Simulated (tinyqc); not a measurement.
MOSFET in the linear regime without short-channel effects, parameter extraction from computed curves: extraction methods against the temperature.

Inversion charge Q = Cox n Vt W0(exp((Vg - VT)/(n Vt))), W0 the Lambert function and n = nf; u = Q/Cox; mobility mu = mu0/(1 + th1 u + th2 u^2); channel resistance Rch = (L - dL)/(W mu Q); Id = Vd/(Rch + Rsd/W). Cox = eps0 eox/tox. Small Vd, no channel-length or drain effects.

From the continuous curve Id(Vg): tangent at peak gm (V_ext = Vg - Id/gm); constant current Id = 0.1 uA W/L; peak of d2Id/dVg2; Y = Id/sqrt(gm) drawn through Vg = VT + 0.6 and VT + 0.8 V, with intercept VT_Y and slope s. Mobilities gm,max L/(W Cox Vd) and s^2 L/(W Cox Vd) with the drawn L. Last column: share of Rsd/W in the total resistance at VT + 0.8 V.

Inputs (values chosen for the exercise); channel values of the order met in silicon transistors: relative permittivity of the gate insulator (close to hafnium oxide) eox = 22.5; insulator thickness tox = 7.8 nm; low-field mobility mu0 = 120 cm^2/(V s); first mobility attenuation factor th1 = 0.44 1/V; second mobility attenuation factor th2 = 0.04 1/V^2; threshold voltage VT = 0.62 V; body factor nf = 1.1; gate width W = 1 um; drawn gate length L = 0.093 um; drawn less effective length dL = 0.017 um; source plus drain resistance Rsd = 130 ohm um; drain voltage Vd = 0.05 V.

Constants: q = 1.602176634e-19 C, kB = 1.380649e-23 J/K, Vt = kB T/q, eps0 = 8.8541878128e-14 F/cm where lengths are in cm. Results are converted to the units shown.

Result of one run:
columns A: T (K); B: V_ext (V); C: constant current (V); D: second derivative (V); E: VT_Y (V); F: mobility from gm (cm^2/(V s)); G: mobility from Y (cm^2/(V s)); H: series share (%)
```
A        B      C      D      E     F    G     H
370  0.610  0.559  0.607  0.675  91.2  137  21.6
```

What becomes of these results when the temperature T is changed from 370 to 450 K, all else the same?

Result of the changed run:
columns A: T (K); B: V_ext (V); C: constant current (V); D: second derivative (V); E: VT_Y (V); F: mobility from gm (cm^2/(V s)); G: mobility from Y (cm^2/(V s)); H: series share (%)
```
A        B      C      D      E     F    G     H
450  0.603  0.537  0.602  0.675  87.2  133  21.3
```

The whole series:
columns A: T (K); B: V_ext (V); C: constant current (V); D: second derivative (V); E: VT_Y (V); F: mobility from gm (cm^2/(V s)); G: mobility from Y (cm^2/(V s)); H: series share (%)
```
A        B      C      D      E     F    G     H
77   0.624  0.623  0.619  0.654   117  152  22.8
110  0.624  0.618  0.618  0.659   112  150  22.6
150  0.623  0.611  0.616  0.664   107  148  22.4
220  0.620  0.597  0.614  0.670   101  144  22.1
300  0.615  0.578  0.610  0.674  95.3  140  21.8
370  0.610  0.559  0.607  0.675  91.2  137  21.6
450  0.603  0.537  0.602  0.675  87.2  133  21.3
```

The model has VT = 0.62 V and mu0 = 120 cm^2/(V s). Over the table the extracted thresholds move by 21 mV (tangent), 86 mV (constant current), 17 mV (second derivative), 22 mV (Y function). The mobility from gm falls from 117 to 87.2 and that from Y falls from 152 to 133 cm^2/(V s).

Program tinyqc, `OMP_NUM_THREADS=1 python tinyqc.py 2210011 2210012 out.jsonl`; Intel Xeon 2.30GHz, shared host, one thread, about 0.01 s.
